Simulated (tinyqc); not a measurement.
Scale length and length offset from two DIBL values.

Question. DIBL = exp(-Le/(2 l)) + 2 exp(-Le/l) with Le = L - dL. Find l, dL and the drawn length for a DIBL of 100 mV/V.

DIBL at drawn lengths 29 and 44 nm (mV/V): 85.678122  18.245817

Answer. With e = exp(-Le/(2 l)), 2 e^2 + e = DIBL gives e and so Le/l at each length; Le/l is a straight line in L with slope 1/l.

l = 5.200 nm
dL = 2.000 nm
length for 100 mV/V = 27.59 nm

tinyqc, about 0.01 s, one thread, Intel Xeon 2.30GHz (shared host): `OMP_NUM_THREADS=1 python tinyqc.py 2002203 2002204 out.jsonl`
